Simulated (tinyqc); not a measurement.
Inside a calculation. Method: coherent transport through a tight-binding region between two chains. One step of it, computed by the program tinyqc.

Task: Transmission at E = 0.76 eV. Surface Green function g = (E - i sqrt(4 t^2 - E^2)) / (2 t^2); self-energy tc^2 g on each contact site; G = (E - H - Sigma)^(-1); Gamma = -2 Im Sigma; T = Gamma_L Gamma_R |G_LR|^2; local density of states -Im G_ii / pi.

H of the central region (eV):
```
[[-0.080000, -1.860000, 0.000000, 0.000000, 0.000000],
 [-1.860000, -0.540000, -1.860000, 0.000000, 0.000000],
 [0.000000, -1.860000, 0.260000, -1.860000, 0.000000],
 [0.000000, 0.000000, -1.860000, -0.170000, -0.940000],
 [0.000000, 0.000000, 0.000000, -0.940000, -0.240000]]
```

Leads: semi-infinite chains with site energy 0:
```
parameter                           value
lead hopping t (eV)              1.480000
coupling to the left lead (eV)   1.420000
coupling to the right lead (eV)  0.850000
left contact site                       1
right contact site                      5
```

E = 0.760000 eV

Give: g; G; local density of states; transmission.

Result:

g = 0.173-0.653i 1/eV

G (1/eV):
```
[[-0.247-0.286i, 0.400+0.250i, -0.033+0.111i, -0.392-0.280i, 0.452+0.057i],
 [0.400+0.250i, 0.072-0.349i, 0.087-0.006i, -0.095+0.351i, -0.078-0.335i],
 [-0.033+0.111i, 0.087-0.006i, -0.028-0.107i, 0.458+0.035i, -0.397+0.177i],
 [-0.392-0.280i, -0.095+0.351i, 0.458+0.035i, -0.028-0.360i, 0.185+0.287i],
 [0.452+0.057i, -0.078-0.335i, -0.397+0.177i, 0.185+0.287i, 0.602-0.634i]]
```

local density of states (1/eV): [0.091, 0.111, 0.034, 0.115, 0.202]

transmission = 0.515
